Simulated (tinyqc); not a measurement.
Equilibrium and kinetic segregation of a solute to boundaries and growing surfaces: one step, computed by the program tinyqc.

Problem. Boundary energy. Gibbs adsorption for this isotherm in a dilute matrix: gamma = gamma_0 + Gam_0 [k_B T ln(1 - theta) + z w theta^2/2], Gam_0 = delta/Omega sites per area.

Inputs (values chosen for the exercise, for a model alloy):

| quantity | value | unit |
|---|---|---|
| interaction z w (positive attracts) | -0.067 | eV |
| temperature T | 850 | K |
| boundary thickness delta | 0.31 | nm |
| atomic volume Omega | 14.7 | angstrom^3 |
| clean boundary energy gamma_0 | 0.67 | J/m^2 |

Isotherm: Fowler-Guggenheim.

coverage theta = 0.09466670

Constants: 1 eV/angstrom^2 = 16.02176634 J/m^2; k_B = 8.617333262e-05 eV/K.

Give: Gam_0; boundary energy gamma.

Solution.

Gam_0 = 21.09 1/nm^2

boundary energy gamma = 0.6444 J/m^2

Segregation lowers gamma by 3.8 %, and the driving force of grain growth with it.
